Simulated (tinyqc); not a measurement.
Surface potential of a MOS transistor: implicit equation and explicit approximations: effect of the insulator thickness at fixed gate voltage.

p-type body, charge-sheet picture, depletion and inversion only, full ionisation (an idealisation for deep acceptors), Boltzmann statistics (rough once Na exp(x - xn) passes about Nc/7). In units of Vt: xg = (Vg - Vfb)/Vt, x = psi/Vt, G = gamma/sqrt(Vt), xn = (2 phiF + Vc)/Vt. The implicit equation is (xg - x)^2 = G^2 [x - 1 + exp(x - xn)] for x above about 3. Cox = eps0 eox/tox.

ni = sqrt(Nc Nv) exp(-Eg/(2 Vt)), Eg in volts; phiF = Vt ln(Na/ni); gamma = sqrt(2 q eps0 eps_r Na)/Cox; VT = Vfb + Vt (xn + G sqrt(xn - 1)). Depletion value a = 1 + [sqrt(G^2/4 + xg - 1) - G/2]^2; inversion value b = xn + ln[(xg - xn)^2/G^2 - xn + 1] and first guess y = min(a, b) - ln(1 + exp(-|a - b|)) if a > xn + 1, else b = y = a; one second-order correction with D = exp(y - xn), p = 2 (xg - y) + G^2 (1 + D), w = (xg - y)^2 - G^2 (y - 1 + D): z = y + 2 w/(p + sqrt(p^2 - 2 (2 - G^2 D) w)), or the Newton step z = y + w/p where the root is not real. N_inv = (Cox Vt G/q) [sqrt(x - 1 + exp(x - xn)) - sqrt(x - 1)] at the root. Lambert form (Cox m Vt/q) W0[(G/(2 m sqrt(xn - 1))) exp((Vg - VT)/(m Vt))], m = 1 + G/(2 sqrt(xn - 1)). Errors under 1e-4 mV, and the linear form below VT, are printed as 0.

Inputs (values chosen for the exercise); band and dielectric values close to those of silicon:
```
symbol,value,unit,meaning
T,300,K,temperature
Eg,1.13,eV,band gap
eps_r,11.6,,relative permittivity
Nc,2.85e19,cm^-3,conduction-band density of states at T
Nv,2.67e19,cm^-3,valence-band density of states at T
eox,21.5,,relative permittivity of the gate insulator (close to hafnium oxide)
Na,6.8e16,cm^-3,acceptor density
Vfb,-0.52,V,flat-band voltage
Vc,0.2,V,channel-body voltage
Vg,0.69,V,gate-body voltage
```

Constants: q = 1.602176634e-19 C, kB = 1.380649e-23 J/K, Vt = kB T/q, eps0 = 8.8541878128e-14 F/cm where lengths are in cm. Results are converted to the units shown.

Results:

| tox (nm) | psi (V) | x - xn | error of y (mV) | error of z (mV) | N_inv (cm^-2) | Cox (Vg - VT)/q (cm^-2) | Lambert form (cm^-2) |
|---|---|---|---|---|---|---|---|
| 1.8 | 1.167 | 5.723 | 24.2 | -5.23 | 1.811e12 | 1.164e13 | 2.491e12 |
| 3.4 | 1.150 | 5.035 | 25.4 | 5.67 | 1.119e12 | 5.727e12 | 1.387e12 |
| 4.6 | 1.140 | 4.643 | 24.2 | -8.30 | 8.348e11 | 3.990e12 | 9.936e11 |
| 6.3 | 1.127 | 4.175 | 21.5 | -3.56 | 5.775e11 | 2.662e12 | 6.625e11 |
| 8.6 | 1.113 | 3.622 | 17.4 | -1.23 | 3.648e11 | 1.701e12 | 4.051e11 |
| 12 | 1.094 | 2.868 | 11.4 | -0.213 | 1.874e11 | 9.556e11 | 2.016e11 |
| 16 | 1.071 | 1.974 | 5.35 | -0.0125 | 8.150e10 | 4.840e11 | 8.537e10 |

Estimate the missing row, tox = 2.5 nm.

Computed row:

| tox (nm) | psi (V) | x - xn | error of y (mV) | error of z (mV) | N_inv (cm^-2) | Cox (Vg - VT)/q (cm^-2) | Lambert form (cm^-2) |
|---|---|---|---|---|---|---|---|
| 2.5 | 1.159 | 5.389 | 25.4 | -10.2 | 1.440e12 | 8.124e12 | 1.870e12 |

With this row back in the table: As tox goes from 1.8 to 16, psi falls from 1.17 to 1.07 V, x - xn falls from 5.72 to 1.97 and N_inv falls from 1.81e12 to 8.15e10 cm^-2. The Lambert form lies between 1.05 and 1.38 times N_inv. For tox = 1.8, 2.5, 3.4, 4.6, 6.3 the electron quasi-Fermi level lies less than 2 Vt below the band edge at the surface, or above it, where degeneracy and confinement, left out, matter.

Computed by the program tinyqc: `OMP_NUM_THREADS=1 python tinyqc.py 2122082 2122083 out.jsonl`, one thread of a shared Intel Xeon 2.30GHz, about 0.01 s for the whole run.
